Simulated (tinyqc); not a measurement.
What moves the results: linear model of a band gap against the share of exact exchange. A value that a table varies takes the place of the one given here.

E(alpha) = E0 + S alpha. A wider gap screens less, modelled in the Penn form eps(alpha) = 1 + (e0 - 1)(EP/(EP + S alpha))^2 with a scale EP chosen for the exercise. A dielectric-dependent hybrid takes alpha = 1/eps.

Values chosen for the exercise (of the order of those of SiC; the results hold for these values, not for the real material): E0 = 2.21 eV (gap of the semi-local functional); S = 6.4 eV (slope dE/d(alpha)); e0 = 7.52 (optical dielectric constant at alpha = 0); EP = 17.9 eV (energy scale of the screening); Et = 3.28 eV (target gap).

## Sweep of alpha

Also the exciton scale relative to alpha = 0, (m/m(0))(eps(0)/eps)^2, with a mass proportional to E + D, D = E0/2 + 0.3 eV, a k.p rule for direct gaps only.

Results:

| alpha | E (eV) | eps | alpha eps | exciton scale |
|---|---|---|---|---|
| 0.00 | 2.210 | 7.520 | 0.000 | 1.00 |
| 0.05 | 2.530 | 7.293 | 0.365 | 1.16 |
| 0.10 | 2.850 | 7.078 | 0.708 | 1.33 |
| 0.15 | 3.170 | 6.873 | 1.031 | 1.51 |
| 0.20 | 3.490 | 6.679 | 1.336 | 1.72 |
| 0.25 | 3.810 | 6.494 | 1.623 | 1.93 |
| 0.35 | 4.450 | 6.150 | 2.153 | 2.42 |
| 0.50 | 5.410 | 5.692 | 2.846 | 3.29 |

alpha eps reaches 1 between alpha = 0.1 and 0.15 (fixed point 0.145), and the target gap is met between 0.15 and 0.2. At the fixed point the gap is 3.14 eV, -0.14 eV from the target. From 0 to 0.25 the gap grows by 1.60 eV while eps falls by 14 %; the exciton scale, which takes both, grows by a factor of 1.93 (formal for an indirect gap).

## What each parameter does

Fixed point alpha = 1/eps(alpha), gap and eps there. Each row changes one parameter from the base and keeps the others.

Results:

| case | alpha | E (eV) | eps |
|---|---|---|---|
| base | 0.1451 | 3.139 | 6.893 |
| E0 = 1.989 eV | 0.1451 | 2.918 | 6.893 |
| S = 5.76 eV | 0.1438 | 3.038 | 6.956 |
| e0 = 8.272 | 0.1310 | 3.048 | 7.636 |
| EP = 16.11 eV | 0.1466 | 3.148 | 6.822 |

The largest shifts from the base row, up to three for each result and ties (the steps differ in size, so this ranks the rows, not the parameters). alpha: e0 -0.0141, EP +0.0015, S -0.0013; unchanged at the printed digits by E0. E (eV): E0 -0.221, S -0.100, e0 -0.090. eps: e0 +0.743, EP -0.071, S +0.063; unchanged at the printed digits by E0.

Computed by tinyqc, a small Python program: `OMP_NUM_THREADS=1 python tinyqc.py 1880862 1880863 out.jsonl` (the numbers bound the seed that draws the inputs); one thread of a shared host (Intel(R) Xeon(R) Processor @ 2.30GHz), about 0.01 s for the whole set of steps.
